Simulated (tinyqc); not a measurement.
The whole curve: space-charge-limited current through a thin insulating or semi-insulating film with traps. Computed by tinyqc, a small Python program. Command: `OMP_NUM_THREADS=1 python tinyqc.py 3031339 3031340 out.jsonl sclc walk`. One thread of a shared host (Intel(R) Xeon(R) Processor @ 2.30GHz), about 0.01 s of CPU time with the checks.

One ohmic injecting contact at x = 0 (field zero), drift only, non-degenerate free carriers.

Inputs (values chosen for the exercise, modelled on Si3N4):
```
quantity                                            value        unit
permittivity eps                                      7.5           -
band mobility mu                                     0.11  cm^2/(V s)
effective density of states N_c                   9.1e+19      1/cm^3
trap density N_t                                  7.6e+14      1/cm^3
equilibrium Fermi level below the band edge, E_0     0.86          eV
thickness d                                          1100          nm
temperature T                                         300           K
trap level E_t below the band edge                    0.4          eV
```

Traps: single level.

Constants: k_B = 8.617333262e-05 eV/K; eps_0 = 8.8541878128e-12 F/m; e = 1.602176634e-19 C.

Method:
- Free density n_0 = N_c exp(-E_0/k_B T) in equilibrium; trapped density n_t(n) = N_t/(1 + n_1/n), n_1 = N_c exp(-E_t/k_B T).
- J = e mu n F and (eps eps_0/e) dF/dx = n - n_0 + n_t(n) - n_t(n_0) = rho(n). With F = J/(e mu n): d = (eps eps_0 J/(e^2 mu)) I_1 and V = (eps eps_0 J^2/(e^3 mu^2)) I_2, I_k = int_(n_L)^infinity dn/(n^(k+1) rho(n)), n_L the density at the anode; with u = n_L/n, 200 Gauss-Legendre points in t, u = 1 - (1 - t)^2.
- The last column is d ln J/d ln V up to the next row.

Current against voltage:
```
n_L (1/cm^3)       V (V)  J (A/cm^2)   slope
3.40e+05      1.5538e-08  1.0260e-18  1.6974
3.30e+06      5.4203e-07  4.2618e-16  1.9802
3.20e+07      5.5472e-06  4.2624e-14  1.9980
3.10e+08      5.4023e-05  4.0245e-12  2.0000
2.90e+09      5.0547e-04  3.5231e-10  2.0018
2.80e+10      4.8635e-03  3.2753e-08  2.0178
2.70e+11      4.5363e-02  2.9652e-06  2.1597
2.60e+12      3.3327e-01  2.2006e-04  3.0396
2.50e+13      1.0631e+00  7.4773e-03  3.7722
2.50e+14      2.3947e+00  1.6003e-01  2.4281
2.40e+15      1.1006e+01  6.4943e+00  2.0590
2.30e+16      9.1245e+01  5.0573e+02       -
```

The slope starts at 1.70, peaks at 3.8 between 1.06 and 2.39 V and ends at 2.06. Rows below 0.26 V (10 k_B T/e) are formal, since diffusion from the contact rules there. No slope between rows exceeds 4, so the step at the trap-filled limit is weak or is smeared by the row spacing.

Extremes, crossings and ranges named in words are read from the listed rows.
